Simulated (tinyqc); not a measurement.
Dielectric surroundings: exciton in an atomically thin sheet (Rytova-Keldysh potential).

Relative motion in the plane with V(k) = -2 pi q/(k (kap + r0 k)), q = e^2/(4 pi eps0), c = hbar^2/2m0. Normalised Gaussians exp(-a_i r^2): with A = a_i + a_j, S_ij = 2 sqrt(a_i a_j)/A, T_ij = (4c/mu)(a_i a_j/A) S_ij, V_ij = -q S_ij times the integral over k from 0 to infinity of exp(-k^2/4A)/(kap + r0 k).

Converged values use 20 Gaussians with exponents 2^i/b^2, i = -11 to 8, b the larger of a0 kap/(2 mu) and sqrt(a0 r0/mu), a0 = 0.5291772 angstrom; p states use r exp(i theta) exp(-a r^2).

Constants: hbar^2/2m0 = 3.80998211 eV angstrom^2; e^2/(4 pi eps0) = 14.39964547 eV angstrom; Ry = 13.60569312 eV.

Parameters, chosen for this exercise (out of a larger set: near those of a WSe2 monolayer; not measured data): r0 = 45.2 angstrom (screening length of the sheet); kaps = (1, 2, 3, 4, 6, 9, 15) (surroundings).

mu = 0.202324 m0

Converged 1s and 2s bindings; the hydrogen value is 4 Ry mu/kap^2.

Bindings (meV):
```
kap      1s     2s  2s line - 1s line  hydrogen 1s  1s/2s
1.00  492.5  224.6              267.9        11011   2.19
2.00  320.8  111.9              208.9         2753   2.87
3.00  234.7   67.4              167.3         1223   3.48
4.00  181.6   44.9              136.7          688   4.04
6.00  119.6   24.0               95.6          306   4.99
9.00   73.1   12.1               61.0          136   6.03
15.0   35.1    4.9               30.3           49   7.24
```

What does the comparison show, and why?

The 1s binding falls by a factor 14.0 where the hydrogen model gives 225; the local exponent d ln E/d ln kap moves from -0.62 to -1.43, towards -2. The ratio 1s/2s climbs from 2.2 to 7.2, towards the hydrogen value 9, as r0/kap shrinks from 45.2 to 3.0 angstrom.

Run: tinyqc, `OMP_NUM_THREADS=1 python tinyqc.py 1251239 1251240 out.jsonl`; Intel(R) Xeon(R) Processor @ 2.30GHz, one thread, shared host; about 0.01 s of CPU time with all checks.
